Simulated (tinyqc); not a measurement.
Inside a calculation. Method: RHF in the sto-3g basis, for BeH2, spin multiplicity 1. One step of it, computed by the program tinyqc.

Problem. Iteration 1: building the Fock matrix. J_ij = sum D_kl (ij|kl), K_ij = sum D_kl (ik|jl); F = H + J - 0.5 K; E = tr D H + tr D J / 2 - 0.25 tr D K + E_nn.

D at the start:
```
            1Be 1s     1Be 2s   1Be 2px    1Be 2py   1Be 2pz      2H 1s      3H 1s
1Be 1s    2.125439  -0.427527  0.000000   0.000000  0.000000  -0.072627  -0.072627
1Be 2s   -0.427527   1.360200  0.000000   0.000000  0.000000   0.313754   0.313754
1Be 2px   0.000000   0.000000  0.000000   0.000000  0.000000   0.000000   0.000000
1Be 2py   0.000000   0.000000  0.000000   1.887852  0.000000   0.050556  -0.050556
1Be 2pz   0.000000   0.000000  0.000000   0.000000  0.000000   0.000000   0.000000
2H 1s    -0.072627   0.313754  0.000000   0.050556  0.000000   0.074066   0.071358
3H 1s    -0.072627   0.313754  0.000000  -0.050556  0.000000   0.071358   0.074066
```

core Hamiltonian H = T + V (hartree):
```
            1Be 1s     1Be 2s    1Be 2px    1Be 2py    1Be 2pz      2H 1s      3H 1s
1Be 1s   -8.693311  -2.146668   0.000000   0.000000   0.000000  -0.662489  -0.662489
1Be 2s   -2.146668  -2.865115   0.000000   0.000000   0.000000  -1.390888  -1.390888
1Be 2px   0.000000   0.000000  -2.315063   0.000000   0.000000   0.000000   0.000000
1Be 2py   0.000000   0.000000   0.000000  -2.561689   0.000000  -1.396299   1.396299
1Be 2pz   0.000000   0.000000   0.000000   0.000000  -2.315063   0.000000   0.000000
2H 1s    -0.662489  -1.390888   0.000000  -1.396299   0.000000  -2.308872  -0.165899
3H 1s    -0.662489  -1.390888   0.000000   1.396299   0.000000  -0.165899  -2.308872
```

Two-electron integrals (ij|kl) in chemists' order, unique and non-zero (hartree):
```
(11|11) 2.298831    (21|11) 0.392036    (21|21) 0.079539    (22|11) 0.570988
(22|21) 0.143041    (22|22) 0.417683    (31|31) 0.014607    (32|31) 0.021888
(32|32) 0.092265    (33|11) 0.569578    (33|21) 0.143083    (33|22) 0.417589
(33|33) 0.449859    (41|41) 0.014607    (42|41) 0.021888    (42|42) 0.092265
(43|43) 0.024249    (44|11) 0.569578    (44|21) 0.143083    (44|22) 0.417589
(44|33) 0.401360    (44|44) 0.449859    (51|51) 0.014607    (52|51) 0.021888
(52|52) 0.092265    (53|53) 0.024249    (54|54) 0.024249    (55|11) 0.569578
(55|21) 0.143083    (55|22) 0.417589    (55|33) 0.401360    (55|44) 0.401360
(55|55) 0.449859    (61|11) 0.118684    (61|21) 0.024043    (61|22) 0.043484
(61|33) 0.043164    (61|41) 0.002178    (61|42) 0.004034    (61|44) 0.044150
(61|55) 0.043164    (61|61) 0.007637    (62|11) 0.244310    (62|21) 0.061865
(62|22) 0.191684    (62|33) 0.184950    (62|41) 0.008148    (62|42) 0.046377
(62|44) 0.204982    (62|55) 0.184950    (62|61) 0.020622    (62|62) 0.122834
(63|31) 0.006203    (63|32) 0.027625    (63|43) 0.008423    (63|63) 0.012591
(64|11) 0.247463    (64|21) 0.063516    (64|22) 0.206593    (64|33) 0.194429
(64|41) 0.013443    (64|42) 0.072893    (64|44) 0.230706    (64|55) 0.194429
(64|61) 0.022331    (64|62) 0.151710    (64|64) 0.195605    (65|51) 0.006203
(65|52) 0.027625    (65|54) 0.008423    (65|65) 0.012591    (66|11) 0.408182
(66|21) 0.105322    (66|22) 0.361522    (66|33) 0.335416    (66|41) 0.017732
(66|42) 0.124531    (66|44) 0.413419    (66|55) 0.335416    (66|61) 0.036380
(66|62) 0.284323    (66|64) 0.375416    (66|66) 0.774606    (71|11) 0.118684
(71|21) 0.024043    (71|22) 0.043484    (71|33) 0.043164    (71|41) -0.002178
(71|42) -0.004034   (71|44) 0.044150    (71|55) 0.043164    (71|61) 0.006949
(71|62) 0.017400    (71|64) 0.017061    (71|66) 0.029032    (71|71) 0.007637
(72|11) 0.244310    (72|21) 0.061865    (72|22) 0.191684    (72|33) 0.184950
(72|41) -0.008148   (72|42) -0.046377   (72|44) 0.204982    (72|55) 0.184950
(72|61) 0.017400    (72|62) 0.068968    (72|64) 0.066479    (72|66) 0.119602
(72|71) 0.020622    (72|72) 0.122834    (73|31) 0.006203    (73|32) 0.027625
(73|43) -0.008423   (73|63) 0.005875    (73|73) 0.012591    (74|11) -0.247463
(74|21) -0.063516   (74|22) -0.206593   (74|33) -0.194429   (74|41) 0.013443
(74|42) 0.072893    (74|44) -0.230706   (74|55) -0.194429   (74|61) -0.017061
(74|62) -0.066479   (74|64) -0.060281   (74|66) -0.112040   (74|71) -0.022331
(74|72) -0.151710   (74|74) 0.195605    (75|51) 0.006203    (75|52) 0.027625
(75|54) -0.008423   (75|65) 0.005875    (75|75) 0.012591    (76|11) 0.028278
(76|21) 0.006978    (76|22) 0.019491    (76|33) 0.019167    (76|44) 0.020129
(76|55) 0.019167    (76|61) 0.002132    (76|62) 0.009180    (76|64) 0.010064
(76|66) 0.017801    (76|71) 0.002132    (76|72) 0.009180    (76|74) -0.010064
(76|76) 0.000929    (77|11) 0.408182    (77|21) 0.105322    (77|22) 0.361522
(77|33) 0.335416    (77|41) -0.017732   (77|42) -0.124531   (77|44) 0.413419
(77|55) 0.335416    (77|61) 0.029032    (77|62) 0.119602    (77|64) 0.112040
(77|66) 0.206472    (77|71) 0.036380    (77|72) 0.284323    (77|74) -0.375416
(77|76) 0.017801    (77|77) 0.774606
```

nuclear repulsion = 3.51132419 hartree

Give: Coulomb J; exchange K; Fock matrix F; total energy of this density.

Solution.

Coulomb J (hartree):
```
         1Be 1s  1Be 2s  1Be 2px  1Be 2py  1Be 2pz   2H 1s    3H 1s
1Be 1s   6.7894  1.3300   0.0000   0.0000   0.0000  0.4051   0.4051
1Be 2s   1.3300  2.7738   0.0000   0.0000   0.0000  1.2822   1.2822
1Be 2px  0.0000  0.0000   2.7253   0.0000   0.0000  0.0000   0.0000
1Be 2py  0.0000  0.0000   0.0000   2.8607   0.0000  1.3828  -1.3828
1Be 2pz  0.0000  0.0000   0.0000   0.0000   2.7253  0.0000   0.0000
2H 1s    0.4051  1.2822   0.0000   1.3828   0.0000  2.4182   0.1344
3H 1s    0.4051  1.2822   0.0000  -1.3828   0.0000  0.1344   2.4182
```

exchange K (hartree):
```
         1Be 1s  1Be 2s  1Be 2px  1Be 2py  1Be 2pz   2H 1s    3H 1s
1Be 1s   4.6848  0.8249   0.0000   0.0000   0.0000  0.2677   0.2677
1Be 2s   0.8249  1.0491   0.0000   0.0000   0.0000  0.6147   0.6147
1Be 2px  0.0000  0.0000   0.2209   0.0000   0.0000  0.0000   0.0000
1Be 2py  0.0000  0.0000   0.0000   1.1417   0.0000  0.6148  -0.6148
1Be 2pz  0.0000  0.0000   0.0000   0.0000   0.2209  0.0000   0.0000
2H 1s    0.2677  0.6147   0.0000   0.6148   0.0000  0.8105   0.0633
3H 1s    0.2677  0.6147   0.0000  -0.6148   0.0000  0.0633   0.8105
```

Fock matrix F (hartree):
```
          1Be 1s   1Be 2s  1Be 2px  1Be 2py  1Be 2pz    2H 1s    3H 1s
1Be 1s   -4.2463  -1.2291   0.0000   0.0000   0.0000  -0.3913  -0.3913
1Be 2s   -1.2291  -0.6158   0.0000   0.0000   0.0000  -0.4161  -0.4161
1Be 2px   0.0000   0.0000   0.2998   0.0000   0.0000   0.0000   0.0000
1Be 2py   0.0000   0.0000   0.0000  -0.2718   0.0000  -0.3209   0.3209
1Be 2pz   0.0000   0.0000   0.0000   0.0000   0.2998   0.0000   0.0000
2H 1s    -0.3913  -0.4161   0.0000  -0.3209   0.0000  -0.2959  -0.0632
3H 1s    -0.3913  -0.4161   0.0000   0.3209   0.0000  -0.0632  -0.2959
```

total energy of this density = -15.202336 hartree
